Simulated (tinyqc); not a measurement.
Inside a calculation. Method: plane-wave Kohn-Sham cycle with exchange-only LDA in a layered model solid. One step of it, computed by the program tinyqc.

Problem. Iteration 2: Hamiltonian at one k. H(m,m') = (k + G_m)^2/2 delta + V(G_m - G_m'), with V(-G) = V(G).

A solid whose potential varies along x alone (atomic units):
```
parameter,value
period a,5.400000
cross-section of the cell,15.000000
electrons per cell,2
grid points,16
"plane waves -n..n, n",2
k points,4
V1 in V1 cos(2 pi x/a),-0.550000
V2 in V2 cos(4 pi x/a),-0.040000
```

V(G_m), m = 0, 1, 2, ... (hartree): -0.253750  -0.203580  -0.011930  0.000340  0.000112

k = 0.125000 2 pi / a

Give: H.

Solution.

H (hartree), lower triangle:
```
,-2,-1,+0,+1,+2
-2,2.126
-1,-0.204,0.265
+0,-0.012,-0.204,-0.243
+1,0.000,-0.012,-0.204,0.603
+2,0.000,0.000,-0.012,-0.204,2.803
```
